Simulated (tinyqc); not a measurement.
Inside a calculation. Method: RHF in the 6-311g basis, for H-, spin multiplicity 1. The basis has no diffuse functions, so it cannot describe the extra electron: this is an exercise in the method, not the real anion. Computed by tinyqc, a small Python program that keeps every step (integrals from PySCF). Settings: charge = -1, multiplicity = 1, basis = 6-311g, energy threshold = 1e-10, iteration cap = 73, orthogonalisation = canonical, start = random, DIIS depth = 3, method = RHF. Command: `OMP_NUM_THREADS=1 python tinyqc.py 23390 23391 out.jsonl` (the two numbers bound the seeds that draw the settings). One thread of a shared host (Intel(R) Xeon(R) Processor @ 2.60GHz), about 0.03 s of CPU time with the checks. Later iterations appear only in the table of the cycle.

## One-electron integrals

Geometry (angstrom):
```
atom,x,y,z
H,0.00000,0.00000,0.00000
```

Basis 6-311g: exponents (1/bohr^2) and contraction coefficients of normalised primitives:
```
element,l (shell),exponent,coefficient
H,s (1),33.86500,0.02549
H,s (1),5.09479,0.19037
H,s (1),1.15879,0.85216
H,s (2),0.32584,1.00000
H,s (3),0.10274,1.00000
```

Overlap, kinetic and nuclear-attraction integrals over the contracted functions; the nuclear repulsion is the sum of Za Zb / Rab.

nuclear repulsion = 0 hartree

overlap S:
```
,1H 1s,1H 2s,1H 3s
1H 1s,1.00000,0.70638,0.37366
1H 2s,0.70638,1.00000,0.78896
1H 3s,0.37366,0.78896,1.00000
```

kinetic energy T (hartree):
```
,1H 1s,1H 2s,1H 3s
1H 1s,2.30435,0.54912,0.10635
1H 2s,0.54912,0.48876,0.18488
1H 3s,0.10635,0.18488,0.15411
```

nuclear attraction V (hartree):
```
,1H 1s,1H 2s,1H 3s
1H 1s,-2.11110,-1.06073,-0.51499
1H 2s,-1.06073,-0.91090,-0.58281
1H 3s,-0.51499,-0.58281,-0.51150
```

core Hamiltonian H = T + V (hartree):
```
,1H 1s,1H 2s,1H 3s
1H 1s,0.19325,-0.51161,-0.40865
1H 2s,-0.51161,-0.42214,-0.39793
1H 3s,-0.40865,-0.39793,-0.35738
```

## Two-electron integrals

Functions are numbered as in S; the eight-fold symmetry (ij|kl) = (ji|kl) = (kl|ij) leaves the list below.

Two-electron integrals (ij|kl) in chemists' order, unique and non-zero (hartree):
```
i,j,k,l,(ij|kl)
1,1,1,1,1.39303
2,1,1,1,0.82297
2,1,2,1,0.50970
2,2,1,1,0.82290
2,2,2,1,0.54303
2,2,2,2,0.64411
3,1,1,1,0.41126
3,1,2,1,0.25776
3,1,2,2,0.27987
3,1,3,1,0.13079
3,2,1,1,0.54368
3,2,2,1,0.36577
3,2,2,2,0.45267
3,2,3,1,0.18980
3,2,3,2,0.32514
3,3,1,1,0.49402
3,3,2,1,0.34012
3,3,2,2,0.44599
3,3,3,1,0.17804
3,3,3,2,0.33178
3,3,3,3,0.36168
```

## Orthogonalisation

S = U s U^T; canonical form X = U s^(-1/2), so that X^T S X = 1. Each column of U has its largest component positive (the first on a tie).

eigenvalues of S: 0.10921  0.62935  2.26144

X:
```
,1,2,3
1H 1s,-1.18281,0.95286,0.34922
1H 2s,2.31266,-0.06480,0.42748
1H 3s,-1.55214,-0.82268,0.37081
```

## Starting guess

The start is random orthonormal orbitals; D = 2 C_occ C_occ^T.

D at the start:
```
,1H 1s,1H 2s,1H 3s
1H 1s,3.88292,-2.60500,-0.14265
1H 2s,-2.60500,1.74766,0.09570
1H 3s,-0.14265,0.09570,0.00524
```

## Iteration 1: building the Fock matrix

J_ij = sum D_kl (ij|kl), K_ij = sum D_kl (ik|jl); F = H + J - 0.5 K; E = tr D H + tr D J / 2 - 0.25 tr D K + E_nn.

Coulomb J (hartree):
```
,1H 1s,1H 2s,1H 3s
1H 1s,2.54884,1.48726,0.74302
1H 2s,1.48726,1.50091,1.00634
1H 3s,0.74302,1.00634,0.94029
```

exchange K (hartree):
```
,1H 1s,1H 2s,1H 3s
1H 1s,1.94484,0.62157,0.11089
1H 2s,0.62157,0.25963,0.11002
1H 3s,0.11089,0.11002,0.10183
```

Fock matrix F (hartree):
```
,1H 1s,1H 2s,1H 3s
1H 1s,1.76967,0.66486,0.27893
1H 2s,0.66486,0.94895,0.55340
1H 3s,0.27893,0.55340,0.53199
```

total energy of this density = 3.9058791 hartree

## Iteration 1: diagonalisation and new density

Diagonalise F' = X^T F X, C = X C', fill 1 alpha and 1 beta electrons from the bottom; D = 2 C_occ C_occ^T. Each column has its largest component positive (the first on a tie).

F' = X^T F X (hartree):
```
,1,2,3
1,2.24667,-1.07965,-0.06437
2,-1.07965,1.51040,0.46658
3,-0.06437,0.46658,0.90857
```

orbital energies (hartree): MO1 0.45467, MO2 1.14204, MO3 3.06893

coefficients C:
```
,MO1,MO2,MO3
1H 1s,0.03378,0.12177,-1.55337
1H 2s,-0.56698,1.40213,1.80219
1H 3s,1.37991,-0.82850,-0.79553
```

D after iteration 1:
```
,1H 1s,1H 2s,1H 3s
1H 1s,0.00228,-0.03830,0.09321
1H 2s,-0.03830,0.64294,-1.56477
1H 3s,0.09321,-1.56477,3.80833
```

## Iteration 2: building the Fock matrix

As before.

Coulomb J (hartree):
```
,1H 1s,1H 2s,1H 3s
1H 1s,0.72580,0.51059,0.26953
1H 2s,0.51059,0.70841,0.54563
1H 3s,0.26953,0.54563,0.63410
```

exchange K (hartree):
```
,1H 1s,1H 2s,1H 3s
1H 1s,0.03596,0.08723,0.11247
1H 2s,0.08723,0.26346,0.37317
1H 3s,0.11247,0.37317,0.56708
```

Fock matrix F (hartree):
```
,1H 1s,1H 2s,1H 3s
1H 1s,0.90107,-0.04463,-0.19535
1H 2s,-0.04463,0.15454,-0.03889
1H 3s,-0.19535,-0.03889,-0.00683
```

total energy of this density = -0.1297759 hartree

## Iteration 2: DIIS over 2 matrices

error matrix X^T (FDS - SDF) X:
```
,1,2,3
1,0.00000,-0.03586,-0.21202
2,0.03586,0.00000,-0.43273
3,0.21202,0.43273,0.00000
```

B (overlaps of the stored error matrices):
```
,1,2
1,7.6326967e+00,5.9549122e-01
2,5.9549122e-01,4.6699166e-01
```

Minimise |sum c_i e_i|^2 with sum c_i = 1: solve [B -1; -1 0][c; lambda] = [0; -1] with B_ij = tr e_i^T e_j, and take F = sum c_i F_i.

DIIS coefficients: -0.01860  1.01860

extrapolated F (hartree):
```
,1H 1s,1H 2s,1H 3s
1H 1s,0.88491,-0.05783,-0.20417
1H 2s,-0.05783,0.13976,-0.04990
1H 3s,-0.20417,-0.04990,-0.01685
```

## Iteration 2: diagonalisation and new density

As before.

F' = X^T F X (hartree):
```
,1,2,3
1,1.86988,-0.97845,-0.04459
2,-0.97845,1.11455,0.27875
3,-0.04459,0.27875,0.04518
```

orbital energies (hartree): MO1 -0.05365, MO2 0.52707, MO3 2.55620

coefficients C:
```
,MO1,MO2,MO3
1H 1s,0.17313,0.18474,-1.53780
1H 2s,0.05217,1.39325,1.89511
1H 3s,0.87687,-1.32924,-0.82926
```

D after iteration 2:
```
,1H 1s,1H 2s,1H 3s
1H 1s,0.05995,0.01806,0.30362
1H 2s,0.01806,0.00544,0.09150
1H 3s,0.30362,0.09150,1.53781
```

## Iteration 7 (converged): orbitals

converged F (hartree):
```
,1H 1s,1H 2s,1H 3s
1H 1s,1.15399,-0.02148,-0.26196
1H 2s,-0.02148,0.16989,-0.03827
1H 3s,-0.26196,-0.03827,0.06398
```

As before.

F' = X^T F X (hartree):
```
,1,2,3
1,2.10764,-1.09188,-0.10256
2,-1.09188,1.50105,0.34859
3,-0.10256,0.34859,0.09419
```

orbital energies (hartree): MO1 -0.00371, MO2 0.73902, MO3 2.96757

coefficients C:
```
,MO1,MO2,MO3
1H 1s,0.17498,0.08503,-1.54631
1H 2s,0.17469,1.48805,1.81398
1H 3s,0.76477,-1.43742,-0.75657
```

D after iteration 7:
```
,1H 1s,1H 2s,1H 3s
1H 1s,0.06123,0.06113,0.26763
1H 2s,0.06113,0.06103,0.26719
1H 3s,0.26763,0.26719,1.16975
```

## Convergence

Stop when the energy changes by less than 1e-10 hartree and every element of the error matrix X^T (F D S - S D F) X is below 3e-06.

Course of the cycle:
```
iteration,E (hartree),change,largest element of the error matrix
1,3.9058791,-,1.89e+00
2,-0.1297759,-4.04e+00,4.33e-01
3,-0.4590075,-3.29e-01,6.96e-02
4,-0.4666533,-7.65e-03,3.80e-03
5,-0.4666719,-1.86e-05,5.86e-05
6,-0.4666719,-4.86e-09,7.33e-08
7,-0.4666719,-7.99e-15,1.01e-11
```

PySCF RHF in the same basis = -0.4666719 hartree

Converged in 7 iterations.

## Populations

Mulliken: Z minus the diagonal of D S on the atom; Loewdin: the same with S^(1/2) D S^(1/2).

Charges (e):
```
atom,Mulliken,Loewdin
1H,-1.00000,-1.00000
```
